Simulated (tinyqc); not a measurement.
# From active fraction back to anneal temperature T_a

Model: solid solubility of a dopant against its melt (retrograde solidus), clustering and the electrically active fraction. Computed by tinyqc, a small Python program. Command: `OMP_NUM_THREADS=1 python tinyqc.py 3016137 3016138 out.jsonl retro inv`. One thread of a shared host (Intel(R) Xeon(R) Processor @ 2.30GHz), about 0.01 s of CPU time with the checks.

Inputs (values chosen for the exercise): total dopant density N_t = 9.2e+20 1/cm^3; atoms per cluster m = 2; cluster scale N* at 1273 K = 1.9e+20 1/cm^3; activation energy E_b of the cluster scale = 0.41 eV; prefactor of n_i = 3.9e+16 1/(cm^3 K^1.5); energy E_i in n_i = 0.611 eV; mobility mu = 50 cm^2/(V s).

Clustering: clusters that take up free electrons.

Constants: k_B = 8.617333262e-05 eV/K; e = 1.602176634e-19 C.

Method. A highly soluble donor (another dopant than that of the solidus) is limited by clustering. Donors N_a are active, and clusters hold m atoms each: N_t = N_a + m C, m C = N* (N_a/N*)^m (n/N*)^m, each atom taking one electron, n = N_a/2 + sqrt(N_a^2/4 + n_i^2), n_i = prefactor x T^1.5 exp(-E_i/(k_B T)), with N*(T) = N*(1273 K) exp[-(E_b/k_B)(1/T - 1/1273)]. Resistivity = 1/(e mu N_a).

Question. A run gave the result below. Find the anneal temperature T_a, known to lie between 950 and 1500 K.

active fraction = 0.3011626

Answer.

Each step takes the trial c = (a f_b - b f_a)/(f_b - f_a), f being the result less the target and a, b, c the logarithms of the listed values; c replaces end b, the old b replaces a if the sign of f changed, and otherwise f_a is halved.

Scan of the range:
```
anneal temperature T_a (K)  active fraction
950                                0.114576
1030                               0.151750
1110                               0.192403
1190                               0.235545
1290                               0.291529
1390                               0.348253
1500                               0.409817
```

False position (Illinois rule, in the logarithm of the input) inside the bracket:
```
step    end a    end b    trial  active fraction
1     1290.00  1390.00  1306.46         0.300857
2     1390.00  1306.46  1306.98         0.301153
3     1390.00  1306.98  1307.02         0.301171
4     1306.98  1307.02  1307.00         0.301163
```

Active fraction rises at every point of a 13-point scan of the range (every second point is shown), so one value fits; it is bracketed by 1290 and 1390. Answer: anneal temperature T_a = 1307 K.

Caution: this clustering law is a generic form; degeneracy and a doping-dependent mobility are left out.
